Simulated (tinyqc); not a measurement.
# One-dimensional ballistic tunnel FET, two-band WKB, step by step

tinyqc, about 0.01 s, one thread, Intel Xeon 2.30GHz (shared host): `OMP_NUM_THREADS=1 python tinyqc.py 2620009 2620010 out.jsonl` Printed values are rounded.

A p-type source for x < 0 with its Fermi level at 0 and its valence edge at ds; in the channel the bands fall as D exp(-x/lam) towards their flat values, with the conduction edge at Ec = ds - dP and D = dP + Eg. The gate moves dP one to one. The drain Fermi level lies at -Vd and the drain side reflects nothing. For w = E - Ec between 0 and dP an electron crosses the gap. Two-band dispersion with equal masses m: inside the gap kappa = sqrt(m u (1 - u/Eg)/C), u the distance from a band edge, C = hbar^2/(2 m0).

Parameters, values chosen for the exercise; band and dielectric values those of a made-up semiconductor: temperature T = 300 K; band gap Eg = 0.449 eV; band-edge mass of the two-band model m = 0.02 m0; screening length of the source junction lam = 4.1 nm; source valence edge above the source Fermi level ds = 0.09 eV; drain bias Vd = 0.1 V; number of degenerate subbands (spin apart) g = 1; tunnelling window Ev(source) - Ec(channel) dP = 0.21 eV; energy above the channel conduction edge w0 = 0.15 eV; cells of the path nc = 10; points of the energy grid nE = 13.

Constants: q = 1.602176634e-19 C, kB = 1.380649e-23 J/K, hbar = 1.054571817e-34 J s, h = 6.62607015e-34 J s, m0 = 9.1093837015e-31 kg, Vt = kB T/q, hbar^2/(2 m0) = 0.0380998212 eV nm^2. Results are converted to the units shown.

Range of the model: Where S is below about 2 the WKB prefactor of 1 is a rough guess.

## The path through the gap by the midpoint rule

At w = w0 the path runs from xa = lam ln(D/(w + Eg)) to xb = lam ln(D/w); u(x) = w + Eg - D exp(-x/lam) is the height above the valence edge. Cut it into nc equal cells: S = 2 (cell width) times the sum of kappa at the centres.

xa = 0.3913939 nm
xb = 6.068362 nm
x, cell 0 to 9 (nm): [0.675242, 1.242939, 1.810636, 2.378333, 2.946029, 3.513726, 4.081423, 4.649120, 5.216817, 5.784513]
u, cell 0 to 9 (eV): [0.0400666, 0.1123391, 0.1752664, 0.2300569, 0.2777628, 0.3193001, 0.3554665, 0.3869564, 0.4143745, 0.4382474]
kappa, cell 0 to 9 (1/nm): [0.1384038, 0.2102772, 0.2368338, 0.2426686, 0.2358123, 0.2200390, 0.1971575, 0.1675367, 0.1295164, 0.0742245]
S = 2.103282

## The exponent in closed form

S(w) = 2 lam int_0^Eg kappa(u) du/(w + Eg - u) = 2 pi lam sqrt(m/(C Eg)) [w + Eg/2 - sqrt(w (w + Eg))], T(w) = exp(-S). The common triangular estimate is S = (4/3) lam sqrt(m/C) Eg^1.5/(dP + Eg) for all w.

S(w0) = 2.082121
T(w0) = 0.1246656
triangular S = 1.808257

The midpoint value is 1.0 % above the closed form, and the triangular estimate 13 % below it.

## Current on a coarse grid

S(w) = 2 lam int_0^Eg kappa(u) du/(w + Eg - u) = 2 pi lam sqrt(m/(C Eg)) [w + Eg/2 - sqrt(w (w + Eg))], T(w) = exp(-S). I = g (2 q^2/h) int_0^dP T(w) [f(E) - f(E + Vd)] dw, E = ds - dP + w, f(x) = 1/(1 + exp(x/Vt)). Simpson's rule on nE equally spaced points.

w, point 0 to 12 (eV): [0.0000000, 0.0175000, 0.0350000, 0.0525000, 0.0700000, 0.0875000, 0.1050000, 0.1225000, 0.1400000, 0.1575000, 0.1750000, 0.1925000, 0.2100000]
T(w), point 0 to 12: [0.001924062, 0.01463959, 0.02724557, 0.04092648, 0.05535689, 0.07026376, 0.08543711, 0.1007175, 0.1159840, 0.1311458, 0.1461342, 0.1608986, 0.1754017]
difference of the f, point 0 to 12: [0.3061452, 0.4572255, 0.6051324, 0.7101034, 0.7474021, 0.7101034, 0.6051324, 0.4572255, 0.3061452, 0.1850396, 0.1039697, 0.05582200, 0.02920492]
I = 0.4456610 uA

A converged quadrature gives 0.4458 uA; this grid is 0.036 % below that.
